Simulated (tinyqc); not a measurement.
Comparisons within one model: optical gain and spontaneous emission in a bulk direct-gap semiconductor. A value that a table varies takes the place of the one given here.

Parabolic bands, vertical transitions, no excitons. For each hole band j: mr = me mj/(me + mj); joint density of states J_j(E) = (mr/c)^(3/2) sqrt(E - Eg)/(2 pi^2), both spins, c = hbar^2/2m0; averaged matrix element |e.p|^2 = m0 Ep/6; alpha_j(E) = 4 pi^2 alpha_f c Ep J_j/(3 nr E) in 1/angstrom (alpha_f the fine-structure constant, listed as alpha among the constants), times 1e8 for 1/cm.

F_j(eta) = (1/Gamma(j + 1)) integral_0^infinity x^j dx/(1 + exp(x - eta)), which tends to exp(eta) for eta << 0.

Quasi-Fermi levels: n = Nc F_1/2(Fc/kT) and p = Nv F_1/2(Fv/kT), Fc counted up from the conduction edge and Fv down from the valence edge; Nc, Nv from N = 2 (m kB T/(4 pi c))^(3/2) with c = hbar^2/2m0, in 1/angstrom^3; times 1e24 for 1/cm^3, with me and (mhh^(3/2) + mlh^(3/2))^(2/3).

For band j the electron sits at Ee = (E - Eg) mr/me above its edge and the hole at Eh = (E - Eg) mr/mj; fe = 1/(1 + exp((Ee - Fc)/kT)), fh = 1/(1 + exp((Eh - Fv)/kT)); gain g = sum_j alpha_j (fe + fh - 1).

Spontaneous rate: R = integral of (nr E/(hbar c))^2/(pi^2 hbar) sum_j alpha_j fe fh dE, with alpha in 1/cm and (nr E/(hbar c))^2 in 1/cm^2 (1e16 per 1/angstrom^2); B = R/(n p); lifetime n/R.

Constants: hbar^2/2m0 = 3.80998211 eV angstrom^2; fine-structure constant alpha = 0.007297352564; kB = 8.617333262e-05 eV/K; hbar = 6.58211957e-16 eV s; hbar c = 1973.269805 eV angstrom.

Values chosen for the exercise (near those of GaN; the results hold for these values, not for the real material):
- Eg = 3.381 eV (direct gap)
- me = 0.1953 m0 (electron mass)
- mhh = 1.352 m0 (heavy-hole mass)
- mlh = 0.3147 m0 (light-hole mass)
- Ep = 16.5 eV (Kane energy)
- nr = 2.61 (refractive index)
- T = 300 K
- n = 1.6e+19 1/cm^3 (injected density, n = p)

## Peak gain against injection

The peak is the largest g over E; a dash marks no gain.

Gain:
```
n (1/cm^3)  Fc (eV)  Fv (eV)  peak gain (1/cm)  peak E - Eg (eV)  B (cm^3/s)
3.0e+18      0.0208  -0.0687                 -                 -    5.63e-11
4.8e+18      0.0402  -0.0562                 -                 -    5.29e-11
6.8e+18      0.0571  -0.0468                88            0.0036    4.96e-11
8.3e+18      0.0681  -0.0413               355            0.0097    4.74e-11
1.1e+19      0.0856  -0.0335               921            0.0201    4.39e-11
1.4e+19      0.1028  -0.0266              1553            0.0308    4.07e-11
1.8e+19      0.1236  -0.0193              2343            0.0437    3.72e-11
2.4e+19      0.1516  -0.0106              3399            0.0603    3.30e-11
```

transparency density (Fc + Fv = 0) = 5.96e+18 1/cm^3

Gain starts at 5.96e+18 1/cm^3, where Fc = -Fv = 0.0504 eV: with Nv/Nc = 20 the electrons must be degenerate before the holes are. The slope of peak gain against n is 1.78e-16 cm^2 between the first two rows with gain and 1.76e-16 between the last two; the peak moves from 0.0036 to 0.0603 eV above the gap as the bands fill, and B falls by a factor 1.71. Line broadening and gap shrinkage are left out.

## Gain spectrum

At the density n.

Spectrum:
```
E - Eg (eV)  alpha, empty (1/cm)  fe, heavy  fh, heavy  g (1/cm)
0.005                       3696      0.986      0.288       998
0.010                       5219      0.983      0.283      1353
0.020                       7360      0.976      0.273      1744
0.030                       8987      0.967      0.264      1921
0.045                      10959      0.946      0.250      1921
0.060                      12599      0.914      0.236      1639
0.080                      14464      0.844      0.219       760
0.100                      16079      0.733      0.203      -843
0.130                      18176      0.499      0.180     -4737
0.170                      20551      0.205      0.153    -11228
0.220                      23054      0.045      0.124    -17916
```

Fc + Fv = 0.0907 eV

g is positive below E - Eg = 0.0907 eV; the largest value listed is 1921 1/cm at 0.045 eV. At 0.220 eV above the gap g is -0.78 times the absorption of the empty crystal, whose limit is -1.

## Transparency density and B against temperature

Eg is held fixed; B is taken at n = 1e15 1/cm^3.

Results:
```
T (K)  transparency density (1/cm^3)  Fc/kT there  B (cm^3/s)
100                         1.15e+18        1.949    3.26e-10
150                         2.11e+18        1.949    1.78e-10
200                         3.24e+18        1.949    1.16e-10
250                         4.53e+18        1.949    8.29e-11
300                         5.96e+18        1.949    6.32e-11
350                         7.51e+18        1.949    5.02e-11
400                         9.17e+18        1.949    4.12e-11
500                         1.28e+19        1.949    2.96e-11
```

Fc/kT at transparency stays at 1.949, since it depends on Nv/Nc alone, so the density goes as T^1.50. B goes as T^-1.49, against T^-1.5 for non-degenerate carriers: hot carriers spread over k and fewer pairs share a wave vector.

## What moves transparency and gain

Transparency is Fc + Fv = 0; the peak is the largest g over E at the density n (0 if none). Each row changes one parameter from the base and keeps the others.

Results:
```
case                 transparency density (1/cm^3)  Fc + Fv (eV)  peak gain (1/cm)
base                                      5.96e+18        0.0907              1957
me = 0.2246 m0                            6.81e+18        0.0744              1963
mhh = 0.811 m0                            4.67e+18        0.1108              3235
Ep = 18.2 eV                              5.96e+18        0.0907              2158
T = 340 K                                 7.19e+18        0.0800              1488
n = 2.08e+19 1/cm^3                       5.96e+18        0.1221              2854
nr = 2.74                                 5.96e+18        0.0907              1864
```

The largest shifts from the base row, up to three for each result and ties (the steps differ in size, so this ranks the rows, not the parameters). transparency density (1/cm^3): mhh -1.28e+18, T +1.23e+18, me +8.56e+17; unchanged at the printed digits by Ep, n and nr. Fc + Fv (eV): n +0.0313, mhh +0.0200, me -0.0164; unchanged at the printed digits by Ep and nr. peak gain (1/cm): mhh +1278, n +897, T -468.

(tinyqc, `OMP_NUM_THREADS=1 python tinyqc.py 1652760 1652761 out.jsonl`, Intel(R) Xeon(R) Processor @ 2.30GHz, 1 thread, shared host, about 0.08 s.)
